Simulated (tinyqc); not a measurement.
# Carrier lifetime of an n-type layer with SRH, radiative, Auger and surface recombination: effects of single changes

Uniform excess density dn = dp (no trapping), n = n0 + dn, p = p0 + dn, Boltzmann statistics, full ionisation. Surfaces enter as a rate 2 S dn/d, which holds while diffusion to them is fast.

Parameters, values chosen for the exercise; band and dielectric values close to those of 4H silicon carbide: temperature T = 250 K; band gap Eg = 3.24 eV; conduction-band density of states at T Nc = 1.3e19 cm^-3; valence-band density of states at T Nv = 1.91e19 cm^-3; radiative coefficient B = 1.51e-12 cm^3/s; donor density N = 1.2e17 cm^-3; Auger coefficient (two electrons) Cn = 4.4e-31 cm^6/s; Auger coefficient (two holes) Cp = 1.8e-31 cm^6/s; trap density Nt = 5.4e13 cm^-3; capture cross-section for electrons sn = 4e-14 cm^2; capture cross-section for holes sp = 2e-17 cm^2; thermal velocity (both carriers) vth = 2.2e7 cm/s; trap level below the conduction band Et = 0.52 eV; surface recombination velocity (both faces) S = 7 cm/s; sample thickness d = 4 um.

Constants: q = 1.602176634e-19 C, kB = 1.380649e-23 J/K, Vt = kB T/q. Results are converted to the units shown.

Each table varies one quantity; the others keep the values above.

## Lifetime against injection

ni = sqrt(Nc Nv) exp(-Eg/(2 Vt)), Eg in volts; majority density N/2 + sqrt(N^2/4 + ni^2), n0 p0 = ni^2; n1 = Nc exp(-Et/Vt), p1 = Nv exp((Et - Eg)/Vt); tn0 = 1/(sn vth Nt), tp0 = 1/(sp vth Nt). With e = n p - ni^2 = dn (n0 + p0 + dn): U_SRH = e/(tp0 (n + n1) + tn0 (p + p1)), U_rad = B e, U_Aug = (Cn n + Cp p) e, U_s = 2 S dn/d. Each tau is dn over its rate; tau = dn/U with U the sum.

The same in every row: tau_s (s) = 2.857e-5.

Result of one run:

| dn (cm^-3) | tau_SRH (s) | tau_rad (s) | tau_Aug (s) | tau (s) | radiative share (%) | largest path |
|---|---|---|---|---|---|---|
| 1e16 | 4.209e-5 | 5.094e-6 | 1.304e-4 | 3.806e-6 | 74.72 | radiative |

What becomes of these results when the excess density dn is changed from 1e16 to 1e18 cm^-3, all else the same?

Result of the changed run:

| dn (cm^-3) | tau_SRH (s) | tau_rad (s) | tau_Aug (s) | tau (s) | radiative share (%) | largest path |
|---|---|---|---|---|---|---|
| 1e18 | 4.211e-5 | 5.913e-7 | 1.327e-6 | 3.994e-7 | 67.55 | radiative |

The whole series:

| dn (cm^-3) | tau_SRH (s) | tau_rad (s) | tau_Aug (s) | tau (s) | radiative share (%) | largest path |
|---|---|---|---|---|---|---|
| 1e11 | 4.209e-5 | 5.519e-6 | 1.578e-4 | 4.060e-6 | 73.57 | radiative |
| 1e12 | 4.209e-5 | 5.519e-6 | 1.578e-4 | 4.060e-6 | 73.57 | radiative |
| 1e13 | 4.209e-5 | 5.518e-6 | 1.578e-4 | 4.060e-6 | 73.57 | radiative |
| 1e14 | 4.209e-5 | 5.514e-6 | 1.575e-4 | 4.057e-6 | 73.58 | radiative |
| 1e15 | 4.209e-5 | 5.473e-6 | 1.547e-4 | 4.033e-6 | 73.69 | radiative |
| 1e16 | 4.209e-5 | 5.094e-6 | 1.304e-4 | 3.806e-6 | 74.72 | radiative |
| 1e17 | 4.210e-5 | 3.010e-6 | 3.959e-5 | 2.403e-6 | 79.82 | radiative |
| 1e18 | 4.211e-5 | 5.913e-7 | 1.327e-6 | 3.994e-7 | 67.55 | radiative |
| 1e19 | 4.211e-5 | 6.544e-8 | 1.580e-8 | 1.272e-8 | 19.44 | Auger |

Radiative recombination leads at dn = 1e11, Auger from 1e19 on. The total lifetime falls from 4.06e-6 to 1.27e-8 s. tau_SRH goes from 4.21e-5 s (low-injection limit 4.21e-5 s) to 4.21e-5 s (high-injection limit tn0 + tp0 = 4.21e-5 s). Between the last two rows tau_rad goes as dn^(-0.96) and tau_Aug as dn^(-1.92); the radiative share goes from 73.6 through a maximum of 79.8 (at dn = 1e17 among the rows listed) to 19.4 %. For dn = 1e19 the carriers are degenerate, where B and the Auger coefficients no longer stay constant.

## Effect of the capture cross-section for electrons at dn = 4e13 cm^-3

Same model as above.

Here dn = 4e13 cm^-3.

The same in every row: tau_rad (s) = 5.517e-6; tau_Aug (s) = 1.577e-4; tau_s (s) = 2.857e-5.

Effect of the capture cross-section for electrons at dn = 4e13 cm^-3:

| sn (cm^2) | tau_SRH (s) | tau (s) | radiative share (%) | largest path |
|---|---|---|---|---|
| 2e-20 | 5.611e-5 | 4.159e-6 | 75.39 | radiative |
| 2e-19 | 4.349e-5 | 4.072e-6 | 73.80 | radiative |
| 2e-18 | 4.223e-5 | 4.060e-6 | 73.60 | radiative |
| 2e-17 | 4.210e-5 | 4.059e-6 | 73.58 | radiative |
| 2e-16 | 4.209e-5 | 4.059e-6 | 73.58 | radiative |
| 2e-15 | 4.209e-5 | 4.059e-6 | 73.57 | radiative |
| 2e-14 | 4.209e-5 | 4.059e-6 | 73.57 | radiative |

Read the table: what changes, and by how much?

Radiative recombination leads at sn = 2e-20 and in all other rows. tau_SRH falls from 5.61e-5 to 4.21e-5 s and the total lifetime falls from 4.16e-6 to 4.06e-6 s.

Program tinyqc, `OMP_NUM_THREADS=1 python tinyqc.py 2300043 2300044 out.jsonl`; Intel Xeon 2.30GHz, shared host, one thread, about 0.01 s.
